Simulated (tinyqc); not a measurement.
Magnetoresistance against angle.

Conductance G = G0 (1 + P1 P2 cos(phi)) at low bias, phi the angle between the magnetisations, normalised to Rp = RA/area at phi = 0.

Inputs (values chosen for the exercise): diameter Dm = 34 nm; spin polarisation of the reference layer P1 = 0.64; spin polarisation of the free layer P2 = 0.54; resistance-area product, parallel state RA = 4.5 ohm um^2.

Magnetoresistance against angle:

| phi (degree) | R (kohm) | R/Rp - 1 (%) | share of the full TMR (%) |
|---|---|---|---|
| 0 | 4.956 | 0 | 0 |
| 20 | 5.034 | 1.573 | 1.490 |
| 45 | 5.360 | 8.135 | 7.701 |
| 70 | 5.964 | 20.34 | 19.25 |
| 90 | 6.669 | 34.56 | 32.72 |
| 110 | 7.563 | 52.60 | 49.80 |
| 135 | 8.826 | 78.08 | 73.92 |
| 160 | 9.877 | 99.28 | 93.99 |
| 180 | 10.19 | 105.6 | 100.0 |

Read the table: what changes, and by how much?

R rises from 4.96 to 10.2 kohm, TMR0 = 106 %. It is the conductance that follows cos(phi), so at 90 degrees R has covered only (1 - P1 P2)/2 = 32.7 % of its range.

Program tinyqc, `OMP_NUM_THREADS=1 python tinyqc.py 2450124 2450125 out.jsonl`; Intel Xeon 2.30GHz, shared host, one thread, about 0.01 s.
